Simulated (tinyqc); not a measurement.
Tunnelling through a thin dielectric with one trap, as a tight-binding chain: one step. Transmission. Three cases, with inputs chosen for the exercise.

Question. Invert the matrix; T = (2 t sin(ka))^2 |G_1N|^2.

Hopping -t everywhere, t = c/(m a^2), c = hbar^2/2m0; lead sites at 2t (band bottom 0), barrier sites 1 to N at 2t + phi, and site j has U besides. No voltage. Leads give S = -t exp(ika) on sites 1 and N, cos(ka) = 1 - E/(2t). T = (2 t sin(ka))^2 |G_1N|^2, G = (E - H - S)^-1. In the barrier cosh(q a) = 1 + (phi - E)/(2t).

Give: first row of G; T.

Case 1.

E - H - S (eV):
```
                     1          2          3          4          5
1  -4.944985+1.429472i   3.174985   0.000000   0.000000   0.000000
2             3.174985  -7.779970   3.174985   0.000000   0.000000
3             0.000000   3.174985  -7.779970   3.174985   0.000000
4             0.000000   0.000000   3.174985  -7.779970   3.174985
5             0.000000   0.000000   0.000000   3.174985  -3.949970
6             0.000000   0.000000   0.000000   0.000000   3.174985
7             0.000000   0.000000   0.000000   0.000000   0.000000
8             0.000000   0.000000   0.000000   0.000000   0.000000
9             0.000000   0.000000   0.000000   0.000000   0.000000

           6          7          8                    9
1   0.000000   0.000000   0.000000             0.000000
2   0.000000   0.000000   0.000000             0.000000
3   0.000000   0.000000   0.000000             0.000000
4   0.000000   0.000000   0.000000             0.000000
5   3.174985   0.000000   0.000000             0.000000
6  -7.779970   3.174985   0.000000             0.000000
7   3.174985  -7.779970   3.174985             0.000000
8   0.000000   3.174985  -7.779970             3.174985
9   0.000000   0.000000   3.174985  -4.944985+1.429472i
```

t = 3.174985 eV
ka = 0.4670223 rad

Answer.

first row of G (1/eV): -0.2618-0.1182i  -0.1460-0.06617i  -0.09604-0.04396i  -0.08928-0.04156i  -0.1227-0.05788i  -0.06342-0.03044i  -0.03266-0.01672i  -0.01661-0.01053i  -0.008037-0.009085i

T = 0.001203

Without the trap T is 2.59e-05: the trap changes it by a factor 46.4 at this energy.

Case 2.

E - H - S (eV):
```
                      1          2          3          4          5
1   -5.165106+0.962417i   2.215106   0.000000   0.000000   0.000000
2              2.215106  -7.160212   2.215106   0.000000   0.000000
3              0.000000   2.215106  -7.160212   2.215106   0.000000
4              0.000000   0.000000   2.215106  -7.160212   2.215106
5              0.000000   0.000000   0.000000   2.215106  -1.760212
6              0.000000   0.000000   0.000000   0.000000   2.215106
7              0.000000   0.000000   0.000000   0.000000   0.000000
8              0.000000   0.000000   0.000000   0.000000   0.000000
9              0.000000   0.000000   0.000000   0.000000   0.000000
10             0.000000   0.000000   0.000000   0.000000   0.000000

            6          7          8          9                   10
1    0.000000   0.000000   0.000000   0.000000             0.000000
2    0.000000   0.000000   0.000000   0.000000             0.000000
3    0.000000   0.000000   0.000000   0.000000             0.000000
4    0.000000   0.000000   0.000000   0.000000             0.000000
5    2.215106   0.000000   0.000000   0.000000             0.000000
6   -7.160212   2.215106   0.000000   0.000000             0.000000
7    2.215106  -7.160212   2.215106   0.000000             0.000000
8    0.000000   2.215106  -7.160212   2.215106             0.000000
9    0.000000   0.000000   2.215106  -7.160212             2.215106
10   0.000000   0.000000   0.000000   2.215106  -5.165106+0.962417i
```

t = 2.215106 eV
ka = 0.4494598 rad

Answer.

first row of G (1/eV): -0.2183-0.04807i  -0.07838-0.01726i  -0.03510-0.007731i  -0.03506-0.007727i  -0.07824-0.01725i  -0.02711-0.005978i  -0.009397-0.002076i  -0.003263-0.0007323i  -0.001150-0.0002914i  -0.0004541-0.0002096i

T = 9.267e-07

Without the trap T is 1.48e-09: the trap changes it by a factor 626 at this energy.

Case 3.

E - H - S (eV):
```
                      1          2          3          4          5
1   -4.044076+0.627763i   1.244076   0.000000   0.000000   0.000000
2              1.244076  -5.118152   1.244076   0.000000   0.000000
3              0.000000   1.244076  -5.118152   1.244076   0.000000
4              0.000000   0.000000   1.244076  -5.118152   1.244076
5              0.000000   0.000000   0.000000   1.244076  -5.118152
6              0.000000   0.000000   0.000000   0.000000   1.244076
7              0.000000   0.000000   0.000000   0.000000   0.000000
8              0.000000   0.000000   0.000000   0.000000   0.000000
9              0.000000   0.000000   0.000000   0.000000   0.000000
10             0.000000   0.000000   0.000000   0.000000   0.000000
11             0.000000   0.000000   0.000000   0.000000   0.000000

            6          7          8          9         10
1    0.000000   0.000000   0.000000   0.000000   0.000000
2    0.000000   0.000000   0.000000   0.000000   0.000000
3    0.000000   0.000000   0.000000   0.000000   0.000000
4    0.000000   0.000000   0.000000   0.000000   0.000000
5    1.244076   0.000000   0.000000   0.000000   0.000000
6   -0.758152   1.244076   0.000000   0.000000   0.000000
7    1.244076  -5.118152   1.244076   0.000000   0.000000
8    0.000000   1.244076  -5.118152   1.244076   0.000000
9    0.000000   0.000000   1.244076  -5.118152   1.244076
10   0.000000   0.000000   0.000000   1.244076  -5.118152
11   0.000000   0.000000   0.000000   0.000000   1.244076

                     11
1              0.000000
2              0.000000
3              0.000000
4              0.000000
5              0.000000
6              0.000000
7              0.000000
8              0.000000
9              0.000000
10             1.244076
11  -4.044076+0.627763i
```

t = 1.244076 eV
ka = 0.5289203 rad

Answer.

first row of G (1/eV): -0.2613-0.04408i  -0.06784-0.01144i  -0.01779-0.003002i  -0.005362-0.0009046i  -0.004267-0.0007199i  -0.01219-0.002057i  -0.003163-0.0005337i  -0.0008206-0.0001385i  -0.0002130-3.613e-05i  -5.573e-05-1.016e-05i  -1.627e-05-5.650e-06i

T = 4.675e-10

Without the trap T is 2.97e-13: the trap changes it by a factor 1.58e+03 at this energy.

Computed by tinyqc, one run a case: `OMP_NUM_THREADS=1 python tinyqc.py N N+1 out.jsonl` with N = 1481438, 1481690, 1481804; one thread of a shared Intel(R) Xeon(R) Processor @ 2.30GHz, about 0.1 s a run at most.
